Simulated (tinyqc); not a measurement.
Classical Heisenberg spin chain: exact results, Metropolis, heat-bath and over-relaxation steps, and a Monte Carlo run: one step, computed by the program tinyqc.

E = -J sum_i s_i . s_(i+1) for unit vectors s_i on an open chain; K = J/(k_B T).

Problem. Exact results. Each bond angle is independent, so u = <s_i . s_(i+1)> = coth K - 1/K, <s_i . s_(i+n)> = u^n, correlation length xi = -1/ln|u|, energy per bond -J u, heat capacity per bond c/k_B = 1 - K^2/sinh^2 K, and for the long chain chi = mu^2 (1 + u)/(3 k_B T (1 - u)) per spin.

Inputs (values chosen for the exercise, for a model chain of large moments): coupling J = -13 meV; temperature T = 45.5 K; moment mu = 3 mu_B.

Constants: k_B = 8.617333262e-05 eV/K; mu_B = 5.7883818060e-05 eV/T.

Give: K; u; xi; energy per bond; heat capacity; chi over the Curie value; chi.

Solution.

K = -3.316

u = -0.7010

xi = 2.815 sites

energy per bond = -9.113 meV

heat capacity = 0.9419 k_B/bond

chi over the Curie value = 0.1758

chi = 0.007784 mu_B/T per spin

For |K| >> 1, |u| = 1 - 1/|K| and xi = |K| - 1/2 = 2.82: the chain orders only at T = 0, and c tends to k_B, not to zero, a failure of classical spins.
